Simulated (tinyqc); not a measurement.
## Pelgrom slope, floor and doping from two device sizes

Inverse problem. s^2 = A^2/(L W) + s0^2, with s0 independent of size and A = (q/Cox) sqrt(Na Wd/3) from random dopants alone, Cox = 3.9 eps0/ti. Find A, s0 and Na.

Values chosen for this exercise: oxide-equivalent thickness in inversion ti = 1.1 nm.

Constants: q = 1.602176634e-19 C, eps0 = 8.8541878128e-14 F/cm where lengths are in cm. Results are converted to the units shown.

s for gate areas 0.0099 and 0.089 um^2 (mV): 5.63007965  2.59506703
Wd = 34.4359202 nm

Answer. s^2 is linear in 1/area: slope A^2, intercept s0^2.

A = 0.5273 mV um
s0 = 1.900 mV
Na = 9.300e17 cm^-3

tinyqc, about 0.01 s, one thread, Intel Xeon 2.30GHz (shared host): `OMP_NUM_THREADS=1 python tinyqc.py 2090086 2090087 out.jsonl`
